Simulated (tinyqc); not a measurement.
MOSFET in the linear regime without short-channel effects, parameter extraction from computed curves: two steps of the calculation.

Inversion charge Q = Cox n Vt W0(exp((Vg - VT)/(n Vt))), W0 the Lambert function and n = nf; u = Q/Cox; mobility mu = mu0/(1 + th1 u + th2 u^2); channel resistance Rch = (L - dL)/(W mu Q); Id = Vd/(Rch + Rsd/W). Cox = eps0 eox/tox. Small Vd, no channel-length or drain effects.

Values chosen for this exercise; channel values of the order met in silicon transistors:

| symbol | value | unit | meaning |
|---|---|---|---|
| T | 300 | K | temperature |
| eox | 3.9 |  | relative permittivity of the gate insulator (close to silicon dioxide) |
| tox | 4.1 | nm | insulator thickness |
| mu0 | 200 | cm^2/(V s) | low-field mobility |
| th1 | 0.07 | 1/V | first mobility attenuation factor |
| th2 | 0.03 | 1/V^2 | second mobility attenuation factor |
| VT | 0.5 | V | threshold voltage |
| nf | 1.26 |  | body factor |
| W | 10 | um | gate width |
| L | 0.061 | um | drawn gate length |
| dL | 0.009 | um | drawn less effective length |
| Rsd | 250 | ohm um | source plus drain resistance |
| Vd | 0.01 | V | drain voltage |

Constants: q = 1.602176634e-19 C, kB = 1.380649e-23 J/K, Vt = kB T/q, eps0 = 8.8541878128e-14 F/cm where lengths are in cm. Results are converted to the units shown.

Task 1. Transfer curve. u, mu, Rch and Id as defined.

| point | Vg (V) |
|---|---|
| 0 | 0.2 |
| 1 | 0.35 |
| 2 | 0.5 |
| 3 | 0.65 |
| 4 | 0.8 |
| 5 | 0.95 |
| 6 | 1.1 |
| 7 | 1.25 |
| 8 | 1.4 |
| 9 | 1.55 |
| 10 | 1.7 |
| 11 | 1.85 |

Wanted: u; mu; Rch; Id.

Result 1.

| point | u (V) | mu (cm^2/(V s)) | Rch (ohm) | Id (uA) |
|---|---|---|---|---|
| 0 | 3.258e-6 | 200.0 | 9.474e6 | 0.001055 |
| 1 | 3.226e-4 | 200.0 | 9.570e4 | 0.1045 |
| 2 | 0.01847 | 199.7 | 1673 | 5.889 |
| 3 | 0.1103 | 198.4 | 282.2 | 32.55 |
| 4 | 0.2356 | 196.4 | 133.4 | 63.12 |
| 5 | 0.3708 | 194.2 | 85.76 | 90.28 |
| 6 | 0.5104 | 191.7 | 63.12 | 113.5 |
| 7 | 0.6524 | 189.0 | 50.09 | 133.2 |
| 8 | 0.7959 | 186.1 | 41.69 | 150.0 |
| 9 | 0.9405 | 183.1 | 35.86 | 164.3 |
| 10 | 1.086 | 180.0 | 31.60 | 176.7 |
| 11 | 1.232 | 176.7 | 28.37 | 187.4 |

Task 2. Threshold and mobility at the peak transconductance. gm_i = (Id_(i+1) - Id_(i-1))/(Vg_(i+1) - Vg_(i-1)); at the point j of largest gm the tangent meets the axis at V_ext = Vg_j - Id_j/gm_j; field-effect mobility gm_j L/(W Cox Vd) with the drawn L.

| point | Vg (V) | Id (uA) |
|---|---|---|
| 0 | 0.2 | 0.0010554853 |
| 1 | 0.35 | 0.10446831 |
| 2 | 0.5 | 5.8885316 |
| 3 | 0.65 | 32.552115 |
| 4 | 0.8 | 63.117995 |
| 5 | 0.95 | 90.282766 |
| 6 | 1.1 | 113.48137 |
| 7 | 1.25 | 133.18163 |
| 8 | 1.4 | 149.95843 |
| 9 | 1.55 | 164.32008 |
| 10 | 1.7 | 176.68418 |
| 11 | 1.85 | 187.38696 |

Find: gm; j; V_ext; field-effect mobility.

Result 2.

| point | gm (uS) |
|---|---|
| 1 | 19.625 |
| 2 | 108.16 |
| 3 | 190.76 |
| 4 | 192.44 |
| 5 | 167.88 |
| 6 | 143.00 |
| 7 | 121.59 |
| 8 | 103.79 |
| 9 | 89.086 |
| 10 | 76.890 |

j = 4
V_ext = 0.47200 V
field-effect mobility = 139.38 cm^2/(V s)

V_ext is 28 mV below the model VT, and the mobility so found is 41 % below mu0 L/(L - dL) = 235 cm^2/(V s), the value for the drawn L; attenuation, series resistance and the slow approach of Q to a straight line all lower the peak gm.

Program tinyqc, `OMP_NUM_THREADS=1 python tinyqc.py 2210086 2210087 out.jsonl`; Intel Xeon 2.30GHz, shared host, one thread, about 0.01 s.
